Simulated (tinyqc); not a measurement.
Strain, valley repopulation and piezoresistance in a many-valley conduction band. Changing the temperature T. Computed by tinyqc, a small Python program. Command: `OMP_NUM_THREADS=1 python tinyqc.py 3004145 3004146 out.jsonl valleys sweep`. One thread of a shared host (Intel(R) Xeon(R) Processor @ 2.30GHz), about 0.06 s of CPU time with the checks.

Valleys are ellipsoids with mass m_l along the axis a and m_t across it, parabolic, with one constant relaxation time; strain shifts the valleys and leaves the masses alone. Currents are taken along [110], along the load, and along [1-10], across the load.

Inputs (values chosen for the exercise, modelled on germanium): longitudinal mass m_l = 1.62 m_0; transverse mass m_t = 0.0838 m_0; shear deformation potential Xi_u = 16.5 eV; dilation deformation potential Xi_d = -4.4 eV; C11 = 128 GPa; C12 = 48.3 GPa; C44 = 67.1 GPa; stress X (tension positive) = -270 MPa; electron density n = 2.7e+16 1/cm^3; relaxation time tau = 360 fs.

Valley axes: <111> (4 valleys). Load: uniaxial [110].

Constants: k_B = 8.617333262e-05 eV/K; m_0 = 9.1093837015e-31 kg; k_B = 1.380649e-23 J/K; hbar = 1.054571817e-34 J s; e = 1.602176634e-19 C.

Method:
- Compliances S11 = (C11 + C12)/((C11 - C12)(C11 + 2 C12)), S12 = -C12/((C11 - C12)(C11 + 2 C12)), S44 = 1/C44; stress sigma_ij = X n_i n_j for the unit vector n of the load; e_xx = S11 sigma_xx + S12 (sigma_yy + sigma_zz), e_xy = S44 sigma_xy/2 (tensor strain).
- Herring-Vogt shift of a valley with unit axis a: dE = Xi_d tr(e) + Xi_u a.e.a.
- Each of the 4 valleys holds n_v = N_v (2/sqrt(pi)) F_1/2((E_F - dE_v)/(k_B T)), N_v = 2 (m_d k_B T/(2 pi hbar^2))^(3/2), m_d = (m_l m_t^2)^(1/3); E_F solves sum n_v = n and is counted from the unstrained edge.
- F_j(eta) = int_0^infinity x^j/(1 + exp(x - eta)) dx, without a gamma-function factor. It is evaluated after integrating by parts.
- Integrals over x = E/(k_B T) use 160 Gauss-Legendre points in u = sqrt(x) from 0 to sqrt(max(eta, 0) + 32).
- Mobility tensor mu = e tau sum_v (n_v/n) [1/m_t + (1/m_l - 1/m_t) a a^T]; unstrained mu_0 = e tau (1/m_l + 2/m_t)/3; resistivity along d from the inverse tensor, rho_d = d.mu^-1.d/(n e), mobility along d = 1/(d.mu^-1.d); gauge pi_d = (rho_d/rho_0 - 1)/X.
- With eta_0 the reduced Fermi level without strain, r = F_-1/2(eta_0)/(2 F_1/2(eta_0)) (1 for a classical gas) and c = r (Xi_u/k_B T) (m_l - m_t)/(2 m_l + m_t): pi44 = -c S44/3, pi11 = pi12 = 0.

One run for each value; columns: (1) temperature T (K); (2) pi44 (1e-11/Pa); (3) degeneracy factor r; (4) resistance change along the first direction (%); (5) resistance change along the second direction (%):
```
(1)      (2)      (3)     (4)      (5)
50   -867.88  0.98708  84.040  -31.349
71   -614.43  0.99232  77.828  -30.442
100  -437.60  0.99539  65.527  -28.360
150  -292.34  0.99748  47.154  -24.268
210  -209.03  0.99848  33.636  -20.108
290  -151.45  0.99906  23.778  -16.114
420  -104.62  0.99946  15.874  -12.049
600   -73.25  0.99968  10.791   -8.876
```

Over the rows, pi44 (1e-11/Pa) rises from -868 to -73.2 (exponent d ln y / d ln x about -0.99 throughout); degeneracy factor r rises from 0.9871 to 0.9997 (exponent d ln y / d ln x 0.015 between the first rows and 6.2e-4 between the last); resistance change along the first direction (%) falls from 84.0 to 10.8 (exponent d ln y / d ln x -0.22 between the first rows and -1.1 between the last). The exponent of pi44 stays between -1.00 and -0.98, near -1: the 1/T law of a classical gas. Repopulation depends on the splitting over k_B T (over E_F when r is small).
